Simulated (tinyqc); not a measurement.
Decay of LO phonons and the hot-phonon bottleneck in the cooling of electrons. From electron temperature T_e back to lifetime at T = 0, tau_0. Computed by tinyqc, a small Python program. Command: `OMP_NUM_THREADS=1 python tinyqc.py 3014545 3014546 out.jsonl hotphonon inv`. One thread of a shared host (Intel(R) Xeon(R) Processor @ 2.30GHz), about 0.02 s of CPU time with the checks.

n(E, T) = 1/(exp(E/(k_B T)) - 1) is the Bose occupation. Electrons have a temperature T_e; the LO modes within their reach share one occupation N; the decay products stay at the lattice temperature.

Inputs (values chosen for the exercise, modelled on gallium arsenide): LO energy hbar omega = 37 meV; weight b of the three-phonon channel = 0.022; lattice temperature T = 400 K; electron mass m* = 0.0678 m_0; eps_inf = 10.6; static dielectric constant eps_s = 12.6; electron density n = 4.2e+18 1/cm^3; density of LO modes that the electrons reach, N_m = 1.3e+19 1/cm^3; power supplied per electron P = 0.28 nW.

Decay channel: two equal phonons plus a three-phonon channel.

Constants: k_B = 8.617333262e-05 eV/K; c = 299792458 m/s; e^2/(4 pi eps_0) = 14.39964548 eV angstrom; hbar^2/(2 m_0) = 3.80998212 eV angstrom^2; hbar = 6.582119569e-16 eV s; e = 1.602176634e-19 C.

Method:
- Decay rate 1/tau = (1/tau_0) [1 + 2 n_2 + b (1 + 3 n_3 + 3 n_3^2)]/(1 + b), n_2 = n(hbar omega/2), n_3 = n(hbar omega/3).
- Full width Gamma = 1/(2 pi c tau) in 1/cm, c in cm/s.
- Froehlich coupling alpha = (e^2/(4 pi eps_0)) (1/eps_inf - 1/eps_s) k_0/(2 hbar omega), k_0 = sqrt(m* hbar omega/(hbar^2/(2 m_0))); emission time tau_sp = hbar/(2 alpha hbar omega); bottleneck ratio r = (n/N_m) tau/tau_sp.
- Net emission per electron: [(N + 1) x - N]/tau_sp with x = exp(-hbar omega/(k_B T_e)), a simple two-level balance; steady state of the modes: n [(N + 1) x - N]/tau_sp = N_m (N - N_0)/tau; power per electron P = hbar omega [(N + 1) x - N]/tau_sp.
- With p = P tau_sp/(hbar omega): N = N_0 + r p and x = (p + N)/(N + 1); without hot phonons N = N_0. The mode temperature T_LO solves n(hbar omega, T_LO) = N.

Question. A run gave the result below. Find the lifetime at T = 0, tau_0, known to lie between 5.3 and 14 ps.

electron temperature T_e = 419.6075 K

Answer.

Each step takes the trial c = (a f_b - b f_a)/(f_b - f_a), f being the result less the target and a, b, c the logarithms of the listed values; c replaces end b, the old b replaces a if the sign of f changed, and otherwise f_a is halved.

Scan of the range:
```
lifetime at T = 0, tau_0 (ps)  electron temperature T_e (K)
5.30                                                413.044
6.23                                                414.618
7.33                                                416.479
8.61                                                418.643
10.10                                               421.159
11.90                                               424.195
14.00                                               427.733
```

False position (Illinois rule, in the logarithm of the input) inside the bracket:
```
step    end a    end b    trial  electron temperature T_e (K)
1      8.6100  10.1000  9.15324                       419.561
2     10.1000   9.1532  9.17968                       419.605
3     10.1000   9.1797  9.18215                       419.609
4      9.1797   9.1822  9.18098                       419.607
```

Electron temperature T_e rises at every point of a 13-point scan of the range (every second point is shown), so one value fits; it is bracketed by 8.61 and 10.1. Answer: lifetime at T = 0, tau_0 = 9.181 ps.

Caution: the electrons are degenerate; Pauli blocking and the Fermi energy, left out here, matter.
